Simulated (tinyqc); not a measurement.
Capacitance measurement on a leaky thin oxide: effects of series resistance and leakage: one step of the calculation.

The device is a capacitance C in parallel with a leakage conductance G, in series with Rs and Ls. An impedance meter reports either a parallel pair (Cp, Gp) from Y = 1/Z = Gp + i w Cp or a series pair (Cs, Rm) from Z = Rm + 1/(i w Cs); w = 2 pi f, dissipation D = Gp/(w |Cp|).

Task. True capacitance and conductance. EOT = 3.9 tox/eox; CET = EOT + zc + zp; C = 3.9 eps0 A/CET; G = Jg A/Vs.

Values chosen for this exercise; values of the order met in thin-oxide MOS capacitors:
- eox = 7.56 (relative permittivity of the gate insulator (close to silicon nitride))
- tox = 5.8 nm (insulator thickness)
- A = 100 um^2 (gate area)
- zc = 0.3 nm (oxide-equivalent thickness added by the accumulation layer)
- zp = 0 nm (oxide-equivalent thickness added by gate depletion)
- Jg = 0.0014 A/cm^2 (gate leakage current density, not matched to the thickness)
- Vs = 0.35 V (voltage for an e-fold rise of the leakage)

Constants: eps0 = 8.8541878128e-14 F/cm where lengths are in cm. Results are converted to the units shown.

Wanted: EOT; CET; C; G.

Result.

EOT = 2.9921 nm
CET = 3.2921 nm
C = 1.0489 pF
G = 0.0040000 uS

Program tinyqc, `OMP_NUM_THREADS=1 python tinyqc.py 2022001 2022002 out.jsonl`; Intel Xeon 2.30GHz, shared host, one thread, about 0.01 s.
